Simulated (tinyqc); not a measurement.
The basis set: RHF and MP2 along a ladder of basis sets, for H2, spin multiplicity 1. Computed by the program tinyqc with PySCF. Same geometry throughout; the dipole is taken about the origin.

Geometry (angstrom):
```
atom,x,y,z
H,0.0000,0.0000,0.0000
H,0.0000,0.0000,0.7020
```

RHF and frozen-core MP2 in a ladder of bases:
```
basis,functions,E(RHF) (hartree),E(MP2 corr) (hartree),HOMO (eV),LUMO (eV),dipole (debye)
sto-3g,2,-1.117397,-0.012277,-16.1799,19.3726,0.0000
3-21g,4,-1.122106,-0.016960,-16.4529,7.4898,0.0000
6-31g,4,-1.126217,-0.016968,-16.5343,6.7633,0.0000
6-31g**,10,-1.130603,-0.026272,-16.5149,6.7825,0.0000
cc-pvdz,10,-1.127081,-0.026023,-16.4407,5.5678,0.0000
aug-cc-pvdz,18,-1.127165,-0.026923,-16.4522,1.6855,0.0000
cc-pvtz,28,-1.132182,-0.031545,-16.5089,4.6917,0.0000
```

What does the comparison show, and why?

From cc-pVDZ to cc-pVTZ the RHF energy falls by 5.1 mhartree and the correlation energy by 5.5. If valence correlation converges as X^-3, (27 E(T) - 8 E(D))/19 gives -0.0339 hartree, a rough estimate from such small X that usually falls short; STO-3G holds about 36 % of it. Beyond STO-3G the LUMO moves by 5.8 eV and the HOMO by 0.1 eV; diffuse functions lower the positive LUMO sharply, since an unbound virtual level tracks the most diffuse function.
